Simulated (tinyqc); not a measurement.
Gate sheet resistance from two finger widths.

Inverse problem. At low frequency R = Rsh Wf/(3 L) + B/Wf, where B collects the channel and vertical terms. Find Rsh, B and the width of lowest R.

Inputs (values chosen for the exercise):

| symbol | value | unit | meaning |
|---|---|---|---|
| L | 0.11 | um | channel length |

input resistance of single fingers, contacted at one end, of width 1.9 and 10 um (ohm): 269.44179  1044.3030

Solution. R Wf is a straight line in Wf^2; the minimum of R lies where both terms are equal.

Rsh = 34.0 ohm/square
B = 140 ohm um
width of lowest R = 1.17 um

Computed by the program tinyqc: `OMP_NUM_THREADS=1 python tinyqc.py 2262057 2262058 out.jsonl`, one thread of a shared Intel Xeon 2.30GHz, about 0.01 s for the whole run.
